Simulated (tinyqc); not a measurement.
Changing the frequency f: oxide trap near a transistor channel: two-state multiphonon kinetics, telegraph noise and bias instability. Computed by tinyqc, a small Python program. Command: `OMP_NUM_THREADS=1 python tinyqc.py 3013673 3013674 out.jsonl oxidetrap sweep`. One thread of a shared host (Intel(R) Xeon(R) Processor @ 2.30GHz), about 0.01 s of CPU time with the checks.

An n-channel device under positive gate bias. The trap is empty (state 1) or holds an electron (state 2); both states are parabolas of equal curvature, and the electron reservoir is taken at the Fermi level of the channel.

Inputs (values chosen for the exercise, with an insulator like SiO2 on silicon): insulator constant eps_ox = 3.87; insulator thickness t_ox = 1.9 nm; trap depth x from the interface = 0.35 nm; tunnel barrier phi_b = 3.02 eV; tunnelling mass m_ox = 0.4 m_0; trap level above E_F at zero field E_t = 0.18 eV; relaxation energy E_R = 1.8 eV; oxide field F = 6.9 MV/cm; attempt rate k_0 at the interface = 2e+12 1/s; temperature T = 300 K; channel width W = 140 nm; channel length L = 100 nm.

Parts treated: one trap and an ensemble.

Constants: hbar^2/(2 m_0) = 3.80998212 eV angstrom^2; k_B = 8.617333262e-05 eV/K; e = 1.602176634e-19 C; eps_0 = 8.8541878128e-12 F/m.

Method:
- kappa = sqrt(2 m_ox phi_b)/hbar = sqrt(m_ox phi_b/(hbar^2/2m_0)); attenuation length lambda = 1/(2 kappa); factor exp(-x/lambda) for a rectangular barrier.
- E_21 = E_t - e F x is the energy of state 2 over state 1; barriers E_c = (E_R + E_21)^2/(4 E_R), E_e = E_c - E_21; tau_c = exp(E_c/k_B T)/(k_0 P), tau_e = exp(E_e/k_B T)/(k_0 P), P the tunnelling factor; occupation f_2 = tau_e/(tau_c + tau_e); 1/tau_0 = 1/tau_c + 1/tau_e.
- Charge-sheet step dV = e (t_ox - x)/(eps_ox eps_0 W L); Lorentzian spectrum S(f) = 4 dV^2 tau_0^2/((tau_c + tau_e)(1 + (2 pi f tau_0)^2)); corner 1/(2 pi tau_0); variance dV^2 f_2 (1 - f_2) = dV^2 tau_0/(tau_c + tau_e).

One run for each value:
```
frequency f (Hz)  S(f) (V^2/Hz)  corner frequency (Hz)
1.00e-02              2.209e-11                  599.3
1.00e-01              2.209e-11                  599.3
1.00e+00              2.209e-11                  599.3
1.00e+01              2.209e-11                  599.3
1.00e+02              2.149e-11                  599.3
1.00e+03              5.838e-12                  599.3
1.00e+04              7.905e-14                  599.3
1.00e+05              7.934e-16                  599.3
1.00e+06              7.934e-18                  599.3
```

Describe and explain the trends.

Over the rows, S(f) (V^2/Hz) falls from 2.21e-11 to 7.93e-18. At the high end the exponent of S(f) is -2.00, close to -2: the tail of a Lorentzian. At the low end the exponent of S(f) is 0.00, close to 0: the plateau of a Lorentzian.

Caution (all rows): a field 1.5 times as high comes near the usual breakdown field of such an insulator.
